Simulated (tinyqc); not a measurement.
Inside a calculation. Model: off-state leakage of single and stacked transistors.

tinyqc, about 0.03 s, one thread, Intel Xeon 2.30GHz (shared host): `OMP_NUM_THREADS=1 python tinyqc.py 2242059 2242060 out.jsonl` Printed values are rounded.

n-channel devices of unit width. Subthreshold current I(Vg, Vs, Vd) = I0 (T/300 K)^0.5 exp[(Vg - Vs - VT(T) - gb (Vs - Vb) + dd (Vd - Vs))/(nf Vt)] (1 - exp(-(Vd - Vs)/Vt)), VT(T) = VT - cT (T - 300 K). Gate-edge tunnelling Ig (Vd/1 V) exp(ag (Vd - 1 V)), for a gate at 0 V, and band-to-band leakage Ab u exp(-Bb/u), u = Vd - Vb + 1 V, flow at a drain held at V; both are taken as independent of T. In a stack of off transistors (all gates at 0 V) the same subthreshold current passes through each.

Values chosen for this exercise; values of the order met in bulk silicon logic transistors: temperature T = 358 K; supply voltage V = 1.1 V; threshold at 300 K, zero drain and body bias VT = 0.45 V; fall of the threshold with temperature cT = 0.9 mV/K; current at threshold at 300 K I0 = 0.3 uA/um; slope factor nf = 1.55; drain-induced lowering per volt dd = 0.11; rise of the threshold per volt of source-body bias gb = 0.25; gate-edge tunnelling current at 1 V Ig = 0.0002 uA/um; exponential slope of the gate current ag = 5.8 1/V; prefactor of band-to-band leakage at the drain Ab = 10 uA/(um V); its exponential voltage Bb = 29 V; body voltage Vb = -0.3 V.

Constants: q = 1.602176634e-19 C, kB = 1.380649e-23 J/K, Vt = kB T/q. Results are converted to the units shown.

## Leakage of one transistor

Vg = Vs = 0, Vd = V; effective threshold VT(T) - gb Vb - dd V.

effective threshold = 0.3518 V
parts (nA/um): subthreshold 0.209095, gate edge 0.392928, band-to-band 0.135671
total = 0.737694 nA/um
shares (%): subthreshold 28.3444, gate edge 53.2644, band-to-band 18.3912

The gate edge part is the largest.

## Starting value

Vx = dd V/(1 + gb + 2 dd), the solution for Vx well above Vt, rounded to three decimals.

Vx at the start = 0.082 V

## Iteration 1: new Vx

Stack of two, Vx the node between them: I_low = I(0, 0, Vx), I_up = I(0, Vx, V), f = ln(I_up/I_low), f' = -(1 + gb + 2 dd)/(nf Vt) - 1/(Vt (exp(Vx/Vt) - 1)) - 1/(Vt (exp((V - Vx)/Vt) - 1)), Vx(new) = Vx - f/f'.

I_low = 0.0186959 nA/um
I_up = 0.0202994 nA/um
f = 0.0822841
f' = -33.1849 1/V
Vx after iteration 1 = 0.0844796 V

## Iteration 2: new Vx

As before.

I_low = 0.0189123 nA/um
I_up = 0.0189171 nA/um
f = 2.53928e-4
f' = -32.9832 1/V
Vx after iteration 2 = 0.0844873 V

## Iteration 3: new Vx

As before.

I_low = 0.0189130 nA/um
I_up = 0.0189130 nA/um
f = 2.30176e-9
f' = -32.9826 1/V
Vx after iteration 3 = 0.0844873 V

## Course of the iteration

Stop when the step is below 1e-11 V, or after 40 iterations.

Course of the iteration:
```
iteration	Vx before the step (V)	step (V)
1	0.082	2.48e-3
2	0.0844796	7.70e-6
3	0.0844873	6.98e-11
4	0.0844873	< 1e-15
```

Converged in 4 iterations. The subthreshold current of the stack is 0.01891 nA/um, 11.1 times less than that of one transistor (the drain leakage is unchanged); the estimate exp[dd V (1 + gb + dd)/((1 + gb + 2 dd) nf Vt)] gives 10.4.
